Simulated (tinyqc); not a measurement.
## Schottky barrier on an n-type semiconductor, non-linear Poisson equation by Newton steps: effect of the relative permittivity

One dimension, metal at x = 0, donor density C(x) = Nd, uniform. Energies are counted from the electron Fermi level of the semiconductor and the conduction-band edge is Ec = -psi, so n = Nc exp(psi/Vt); holes follow the Fermi level of the metal, at -V, so p = Nv exp((V - psi - Eg)/Vt). Ends: psi(0) = V - phiB and psi = Vt ln(Nd/Nc) deep inside. Boltzmann statistics, full ionisation, no current, no image force in the Poisson equation.

First integral for uniform doping: E_0^2 = (2 q/(eps0 eps_r)) [Nd (U - Vt + Vt exp(-U/Vt)) + Vt p_0], U = Vbi - V, Vbi = phiB - Vt ln(Nc/Nd), p_0 = Nv exp((phiB - Eg)/Vt) (deep holes neglected). Image-force lowering dphi = sqrt(q E_0/(4 pi eps0 eps_r)), at x_m = sqrt(q/(16 pi eps0 eps_r E_0)). W = sqrt(2 eps0 eps_r U/(q Nd)).

Parameters, values chosen for the exercise; band and dielectric values close to those of cadmium telluride:
```
symbol,value,unit,meaning
T,300,K,temperature
Eg,1.48,eV,band gap
Nc,7.89e17,cm^-3,conduction-band density of states at T
Nv,1.83e19,cm^-3,valence-band density of states at T
Nd,6e15,cm^-3,donor density deep in the semiconductor
phiB,0.83,eV,barrier height
V,0.1,V,bias of the metal against the semiconductor
```

Constants: q = 1.602176634e-19 C, kB = 1.380649e-23 J/K, Vt = kB T/q, eps0 = 8.8541878128e-14 F/cm where lengths are in cm. Results are converted to the units shown.

The same in every row: Vbi (V) = 0.7039; p_0/Nd = 3.671e-8.

Results:

| eps_r | W (nm) | E_0 (kV/cm) | dphi (mV) | exp(dphi/Vt) |
|---|---|---|---|---|
| 6 | 258.3 | 45.74 | 33.13 | 3.602 |
| 8 | 298.3 | 39.61 | 26.70 | 2.809 |
| 10 | 333.5 | 35.43 | 22.59 | 2.396 |
| 12 | 365.4 | 32.34 | 19.70 | 2.143 |
| 16 | 421.9 | 28.01 | 15.88 | 1.848 |
| 18 | 447.5 | 26.41 | 14.53 | 1.755 |
| 20 | 471.7 | 25.05 | 13.43 | 1.681 |

Estimate the missing row, eps_r = 14.

Computed row:

| eps_r | W (nm) | E_0 (kV/cm) | dphi (mV) | exp(dphi/Vt) |
|---|---|---|---|---|
| 14 | 394.6 | 29.94 | 17.55 | 1.972 |

With this row back in the table: As eps_r goes from 6 to 20, the surface field falls from 45.7 to 25.1 kV/cm, the lowering falls from 33.1 to 13.4 mV and W rises from 258 to 472 nm. Over the table the lowering goes as eps_r^(-0.75); the depletion formulas give -3/4.

Computed by the program tinyqc: `OMP_NUM_THREADS=1 python tinyqc.py 2020029 2020030 out.jsonl`, one thread of a shared Intel Xeon 2.30GHz, about 0.05 s for the whole run.
